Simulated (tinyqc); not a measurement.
# Worked calculation: ballistic Schottky-barrier transistor with a two-dimensional channel, WKB contacts

Numbers from tinyqc (`OMP_NUM_THREADS=1 python tinyqc.py 2390004 2390005 out.jsonl`; about 0.3 s on one thread of a shared Intel Xeon 2.30GHz). Printed values are rounded.

Source Fermi level 0, drain Fermi level -Vd. Far from the contacts Ec = pn - psi, and the gate moves psi one to one; the band edges relax as exp(-x/lam) from pn at the source and pn - Vd at the drain; Ev = Ec - Eg. A carrier of energy w inside the channel band meets at a contact a barrier of height D (the contact edge beyond the channel edge): T = 1 for w >= D, else exp(-S), S = 4 lam sqrt(m/C) [sqrt(D - w) - sqrt(w) arctan sqrt((D - w)/w)], C = hbar^2/(2 m0). The two contacts combine as Ts Td/(Ts + Td - Ts Td).

Parameters, values chosen for the exercise; channel values close to those of a black phosphorus layer: temperature T = 300 K; band gap Eg = 0.664 eV; barrier for electrons at both contacts pn = 0.49 eV; electron mass mn = 0.17 m0; hole mass mp = 0.15 m0; valleys or subbands g = 1; screening length at the contacts lam = 1.6 nm; drain bias Vd = 0.7 V; band shift psi of the channel by the gate ps = 0.48 V; energy of one carrier inside the channel band w0 = 0.045 eV; upper end of the grid wm = 0.4 eV; points of the grid nE = 13.

Constants: q = 1.602176634e-19 C, kB = 1.380649e-23 J/K, hbar = 1.054571817e-34 J s, h = 6.62607015e-34 J s, m0 = 9.1093837015e-31 kg, Vt = kB T/q, hbar^2/(2 m0) = 0.0380998212 eV nm^2. Results are converted to the units shown.

Range of the model: No scattering, image-force lowering, channel charge or band-to-band tunnelling; parabolic kappa overstates S deep in the gap.

## Band edges and barriers

Electrons: Ds = psi, Dd = psi - Vd, Es = Ec, Ed = Ec + Vd. Holes: Ds = -psi, Dd = Vd - psi, Es = -Ev, Ed = -Ev - Vd. The size of each current is taken; both flow from drain to source and add.

Ec = 0.01 eV
Ev = -0.654 eV
D for electrons (eV): source 0.480000, drain -0.220000
D for holes (eV): source -0.480000, drain 0.220000

A negative D is no barrier. Here the holes carry the larger current.

## Transmission of one of the holes

S and T at both contacts for w = w0, and the tunnelling distance lam ln(D/w) at the higher barrier.

S at the source = 0
S at the drain = 2.34508
combined T = 0.0958399
tunnelling distance = 2.53914 nm

## Current of the holes on a coarse grid

I/W = g (2 q^2/h) int T(w) [N(Es + w) - N(Ed + w)] dw with w the energy of motion along the channel, N(y) = (1/2 pi) sqrt(pi m kB T/C) Fm(-y/kB T), Fm(x) = (1/sqrt(pi)) int_0^infinity u^(-1/2)/(1 + exp(u - x)) du. Electrons: Ds = psi, Dd = psi - Vd, Es = Ec, Ed = Ec + Vd. Holes: Ds = -psi, Dd = Vd - psi, Es = -Ev, Ed = -Ev - Vd. The size of each current is taken; both flow from drain to source and add. Simpson's rule on nE equally spaced w from 0 to wm.

w, point 0 to 12 (eV): [0.000000, 0.033333, 0.066667, 0.100000, 0.133333, 0.166667, 0.200000, 0.233333, 0.266667, 0.300000, 0.333333, 0.366667, 0.400000]
Ts, point 0 to 12: [1, 1, 1, 1, 1, 1, 1, 1, 1, 1, 1, 1, 1]
Td, point 0 to 12: [0.00258951, 0.0625598, 0.176651, 0.345667, 0.553142, 0.768148, 0.945058, 1, 1, 1, 1, 1, 1]
T, point 0 to 12: [0.00258951, 0.0625598, 0.176651, 0.345667, 0.553142, 0.768148, 0.945058, 1, 1, 1, 1, 1, 1]
size of the supply difference, point 0 to 12 (1/um): [123.367, 72.3093, 31.0067, 10.2579, 2.99763, 0.839930, 0.232459, 0.0641130, 0.0176656, 0.00486628, 0.00134040, 3.69200e-4, 1.01692e-4]
current = 43.2205 uA/um

A converged quadrature gives 43.29 uA/um; this grid is 0.16 % below that. 0.497 % of it passes over both barriers, the rest tunnels. The other carrier adds 0.458 uA/um.
